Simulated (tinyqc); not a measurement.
Coverage against grain size: equilibrium and kinetic segregation of a solute to boundaries and growing surfaces. Computed by tinyqc, a small Python program. Command: `OMP_NUM_THREADS=1 python tinyqc.py 3007601 3007602 out.jsonl segreg walk`. One thread of a shared host (Intel(R) Xeon(R) Processor @ 2.30GHz), about 0.01 s of CPU time with the checks.

Inputs (values chosen for the exercise, modelled on arsenic in polycrystalline silicon): segregation energy Q = 0.397 eV; interaction z w (positive attracts) = 0.11 eV; total solute fraction x0 = 0.00019; temperature T = 1025 K; boundary thickness delta = 0.43 nm.

Isotherm: Fowler-Guggenheim.

Constants: k_B = 8.617333262e-05 eV/K.

Method. With theta the solute fraction on boundary sites and x that in the grains, theta/(1 - theta) = [x/(1 - x)] exp[(Q + z w theta)/(k_B T)]. Finite grains: boundary sites are the fraction f = 3 delta/d, and x0 = (1 - f) x + f theta; solve both equations for theta; share at boundaries = f theta/x0.

At T:
```
d (nm)     theta  x in the grains  share at boundaries (%)
15      0.001975       2.2047e-05                   89.394
30      0.003540       3.9497e-05                   80.106
60      0.005862       6.5374e-05                   66.332
120     0.008726       9.7243e-05                   49.370
250     0.011700       1.3030e-04                   31.776
500     0.013887       1.5457e-04                   18.858
1000    0.015320       1.7046e-04                   10.402
5000    0.016699       1.8574e-04                    2.268
```

What does the comparison show, and why?

From the largest grains to the smallest the share at boundaries rises from 2.3 to 89 %, and x/x0 falls to 0.12. In the dilute limit x/x0 = 1/(1 - f + f exp(Q/(k_B T))), which gives 0.12 at 15 nm.

Extremes, crossings and ranges named in words are read from the listed rows.
